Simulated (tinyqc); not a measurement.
Surface photovoltage measurement of the minority-carrier diffusion length in a wafer: one step, computed by the program tinyqc.

Low injection, steady light, a depletion layer much thinner than 1/alpha and L. The excess density dn is taken at the front edge of the neutral region; light that reaches the back is lost.

Problem. The linear plot. alpha = (84.732/lambda - 76.417)^2 per cm with lambda in micrometre (an empirical fit for silicon between 0.7 and 1.05 micrometre). Thick wafer: dn = Phi L/((S_f + D/L)(L + 1/alpha)). Finite wafer, with s = S_b L/D, w = W/L, a = alpha L: dn = [Phi a/(a^2 - 1)] [a - B - exp(-alpha W)(a - s)/(cosh w + s sinh w)]/(S_f + B D/L), B = (sinh w + s cosh w)/(cosh w + s sinh w). Readings y = (Phi/dn) (1 + noise x g) at 780, 830, 880, 920, 950, 975 and 995 nm; a least-squares line y = c (1/alpha + L_app) gives L_app = intercept/slope.

Inputs (values chosen for the exercise, modelled on p-type silicon at room temperature):
```
quantity                            value        unit
diffusion length L                     83  micrometre
wafer thickness W                     625  micrometre
diffusivity D                        27.3      cm^2/s
front recombination velocity S_f     9600        cm/s
back recombination velocity S_b     31000        cm/s
photon flux entering              2.4e+12  1/(cm^2 s)
relative noise of each reading          0           %
```

normal deviates g for the noise: 0.38  -0.23  -0.21  -0.04  -0.06  -1.12  -0.76

Give: the table «Readings» with the columns 1/alpha (micrometre), y (cm/s), line (cm/s), for lambda (nm) = 780, 830, 880, 920, 950, 975, 995; slope; apparent length L_app; error of L_app (rounded to 0.001).

Solution.

Readings:
```
lambda (nm)  1/alpha (micrometre)  y (cm/s)  line (cm/s)
780                          9.64     14386        14386
830                         15.18     15246        15246
880                         25.33     16823        16823
920                         40.66     19203        19203
950                         61.28     22405        22405
975                         90.92     27008        27008
995                        130.89     33215        33215
```

slope = 155.30 cm/(s micrometre)

apparent length L_app = 82.997 micrometre

error of L_app (rounded to 0.001) = -0.004 %

At W/L = 7.5 the finite thickness shifts L_app by less than 0.05 %. S_f scales all readings alike and leaves L_app unchanged.
